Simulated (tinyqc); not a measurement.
Band bending at a free surface with one surface level, surface photovoltage and Kelvin probe: one step of the calculation.

n-type bulk, xi = Ec - EF = Vt ln(Nc/Nd), p0 = ni^2/Nd, ni = sqrt(Nc Nv) exp(-Eg/(2 Vt)), Eg in volts. b is the upward band bending, u = b/Vt. Space charge per area, in units of q: Qc = sign(b) sqrt((2 eps0 eps_r Vt/q) [(Nd + dn)(exp(-u) - 1) + Nd u + (p0 + dn)(exp(u) - 1)]), with dn the excess density under light (flat quasi-Fermi levels; 0 in the dark). The level holds -Ns f, f = 1/(1 + exp((xi + b - Es)/Vt)). Neutrality: Qc + Qf + (charge of the states) = 0.

Question. Surface photovoltage. Under chopped light the surface charge keeps its dark value, so b falls to bL with Qc(bL, dn) = Qc(b, 0); the photovoltage is b - bL. Qc rises with b, so bL follows by bisection.

Values chosen for this exercise; band and dielectric values close to those of gallium nitride: temperature T = 300 K; band gap Eg = 3.36 eV; relative permittivity eps_r = 9.51; conduction-band density of states at T Nc = 2.34e18 cm^-3; valence-band density of states at T Nv = 4.55e19 cm^-3; donor density Nd = 2.1e17 cm^-3; excess carrier density under light dn = 2.5e15 cm^-3.

Constants: q = 1.602176634e-19 C, kB = 1.380649e-23 J/K, Vt = kB T/q, eps0 = 8.8541878128e-14 F/cm where lengths are in cm. Results are converted to the units shown.

converged b = 0.66185375 V

Give: bL; photovoltage; share of b removed; excess holes at the surface, dn exp(bL/Vt).

Answer.

bL = 0.1897 V
photovoltage = 472.2 mV
share of b removed = 71.34 %
excess holes at the surface, dn exp(bL/Vt) = 3.840e18 cm^-3

Numbers from tinyqc (`OMP_NUM_THREADS=1 python tinyqc.py 2430021 2430022 out.jsonl`; about 0.01 s on one thread of a shared Intel Xeon 2.30GHz).
